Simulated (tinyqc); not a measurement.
Inside a calculation. Model: resistance of a source-drain extension with a graded tip.

Program tinyqc, `OMP_NUM_THREADS=1 python tinyqc.py 2282189 2282190 out.jsonl`; Intel Xeon 2.30GHz, shared host, one thread, about 0.04 s. Printed values are rounded.

y runs along the channel, the gate covers y > 0. The doping is N0 for y < y0 and N0 10^(-(y - y0)/la) beyond, uniform over the depth xj. Sheet conductance s(y) = q mu(N) max(N - Nch, 0) xj + (for y > 0) ma Cox Vo, with mu(N) = u0 + (u1 - u0)/(1 + (N/Nr)^au) and Cox = eps0 eox/tox. Current is taken as one-dimensional; depletion of the tip, spreading and the contact are left out. The metallurgical junction lies at yj, where N = Nch.

Parameters, values chosen for the exercise; mobility law close to that of holes in silicon: relative permittivity of the gate insulator (close to aluminium oxide) eox = 9.05; insulator thickness tox = 3.9 nm; active doping of the extension far from the gate N0 = 8.4e19 cm^-3; lateral abruptness la = 4.3 nm/decade; position under the gate where the fall begins (gate edge at 0) y0 = 4.7 nm; depth of the extension xj = 8 nm; channel doping Nch = 3.1e18 cm^-3; gate overdrive Vo = 0.48 V; mobility of the gate-induced layer ma = 60 cm^2/(V s); mobility at low doping u1 = 470.5 cm^2/(V s); mobility at high doping u0 = 44.9 cm^2/(V s); reference doping Nr = 2.23e17 cm^-3; exponent au = 0.719; gate length Lg = 50 nm.

Constants: q = 1.602176634e-19 C, eps0 = 8.8541878128e-14 F/cm where lengths are in cm. Results are converted to the units shown.

## Sheet resistances and junction position

yj = y0 + la log10(N0/Nch); sheet resistance of the full extension 1/[q mu(N0)(N0 - Nch) xj] and of the gate-induced layer 1/(ma Cox Vo); metallurgical length Lg - 2 yj; ye is where the doped and the gate-induced conductances are equal.

yj = 10.86155 nm
sheet resistance of the extension = 1898.418 ohm/square
sheet resistance of the induced layer = 16899.54 ohm/square
metallurgical length = 28.27691 nm
ye = 8.762325 nm
N at ye = 9.540092e18 cm^-3

The gate takes over 2.10 nm before the junction, where N is still 3.08 times the channel doping.

## Resistance of the overlapped part

Midpoint rule on 12 equal steps from 0 to yj: R_ov = sum h/s(y), per width.

y, point 0 to 11 (nm): [0.4525644, 1.357693, 2.262822, 3.167951, 4.073080, 4.978208, 5.883337, 6.788466, 7.693595, 8.598724, 9.503852, 10.40898]
N, point 0 to 11 (cm^-3): [8.4e19, 8.4e19, 8.4e19, 8.4e19, 8.4e19, 7.237351e19, 4.457431e19, 2.745298e19, 1.690809e19, 1.041356e19, 6.413636e18, 3.950110e18]
doped conductance, point 0 to 11 (uS): [526.7544, 526.7544, 526.7544, 526.7544, 526.7544, 456.8834, 287.7533, 180.6102, 111.5621, 65.75702, 33.89727, 10.10402]
sheet resistance, point 0 to 11 (ohm/square): [1706.695, 1706.695, 1706.695, 1706.695, 1706.695, 1937.772, 2882.454, 4170.431, 5857.019, 8004.468, 10744.54, 14434.76]
R_ov = 51.199 ohm um

The exact integral is 51.391 ohm um; the coarse sum is 0.38 % below it.
